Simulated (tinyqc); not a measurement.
Worked calculation: tight binding, honeycomb lattice. One step of it, computed by the program tinyqc.

Problem. Bloch Hamiltonian at k. H_AB = -t1 (1 + exp(-i k.a1) + exp(-i k.a2)); H_AA = delta - 2 t2 sum cos(k.b + phi), H_BB = -delta - 2 t2 sum cos(k.b - phi), b = a1, a2 - a1, -a2.

Parameters chosen for this model:
```
parameter     value                        unit
t1         0.950000                 eV, nearest
t2                0       eV, second neighbours
phi        1.570000  rad, phase of t2 (Haldane)
delta      1.240000          eV, +/- on A and B
```

k point k (fractions of the reciprocal vectors): 0.040000  0.020000

Give: H(k) at k.

Solution.

H(k) at k (eV):
```
                 A                B
A           1.2400  -2.8127+0.3553i
B  -2.8127-0.3553i          -1.2400
```
